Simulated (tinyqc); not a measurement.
Collinear exchange A + BC -> AB + C on a London-Eyring-Polanyi-Sato surface: saddle, string of images and rate: one step, computed by the program tinyqc. Command: `OMP_NUM_THREADS=1 python tinyqc.py 3113475 3113476 out.jsonl leps walk`. One thread of a shared host (Intel(R) Xeon(R) Processor @ 2.30GHz), about 0.04 s of CPU time with the checks.

x = r(AB), y = r(BC), r(AC) = x + y. V is counted from separated atoms, the barrier from A + BC, that is V + D(BC).

Question. One point of the surface. For each pair, with u = exp(-beta (r - r0)): Q = D [(3 + S) u^2 - (2 + 6 S) u]/(4 (1 + S)), J = D [(1 + 3 S) u^2 - (6 + 2 S) u]/(4 (1 + S)); V = Q1 + Q2 + Q3 - sqrt(((J1 - J2)^2 + (J2 - J3)^2 + (J3 - J1)^2)/2). Take x = r0(AB) + 0.3 and y = r0(BC) + 0.1 angstrom.

Inputs (values chosen for the exercise, bond data loosely for abstraction of hydrogen from a Ge-H bond by a hydrogen atom; the barrier is not fitted):
```
quantity          value        unit
D(AB)              4.68          eV
r0(AB)            0.742    angstrom
beta(AB)           1.94  1/angstrom
D(BC)              3.79          eV
r0(BC)             1.53    angstrom
beta(BC)           1.45  1/angstrom
D(AC)              3.59          eV
r0(AC)             1.53    angstrom
beta(AC)           1.45  1/angstrom
Sato parameter S  0.088           -
```

Give: the table «Pair terms» with the columns u, Q (eV), J (eV), for pair = AB, BC, AC; V.

Answer.

Pair terms:
```
pair       u   Q (eV)  J (eV)
AB    0.5588  -0.4822  -3.287
BC    0.8650   0.1079  -3.829
AC    0.1909  -0.3053  -0.935
```

V = -3.344 eV
